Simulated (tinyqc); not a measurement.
Time-domain thermoreflectance: layered heat flow under a modulated pulse train, and what the signal ratio measures: one step, computed by the program tinyqc.

Pulses repeat at 80 MHz; heat is laid down at the surface, all layers are isotropic.

Question. Length and time scales. Penetration depth sqrt(kappa/(pi f C)); effusivity sqrt(kappa C); cooling time of the metal d C_m/G; Kapitza length kappa/G.

Inputs (values chosen for the exercise, modelled on aluminium on 4H-SiC):
```
quantity                                value        unit
metal thickness d                         110          nm
metal heat capacity                      2.42  MJ/(m^3 K)
boundary conductance G under the metal    110  MW/(m^2 K)
substrate conductivity kappa              308     W/(m K)
substrate heat capacity C                2.24  MJ/(m^3 K)
modulation frequency f                      1         MHz
spot radius w (1/e^2, pump and probe)     3.3  micrometre
```

Stack: metal, substrate.

Give: penetration depth; effusivity; cooling time of the metal; Kapitza length; depth over spot radius.

Answer.

penetration depth = 6.6157 micrometre

effusivity = 26266 W s^(1/2)/(m^2 K)

cooling time of the metal = 2420 ps

Kapitza length = 2800 nm

depth over spot radius = 2.0048

The penetration depth is not small against the spot, so radial spreading in the substrate matters at f.
